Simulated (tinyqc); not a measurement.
Worked calculation: tight binding, kagome lattice. One step of it, computed by the program tinyqc.

Task: Levels at k. Diagonalise the Hermitian matrix.

H(k) at k (eV), lower triangle (Hermitian):
```
,A,B,C
A,0.000000
B,-0.859417-0.508258i,0.000000
C,-0.028387-0.179230i,-0.471319-0.569727i,0.000000
```

Give: eigenvalues; weights |c|^2 of the basis functions.

Result:

eigenvalues (eV): -1.3332  0.1732  1.1600

weights |c|^2 of the basis functions:
```
,band 1,band 2,band 3
A,0.3277,0.3476,0.3247
B,0.4645,0.0020,0.5336
C,0.2078,0.6504,0.1417
```
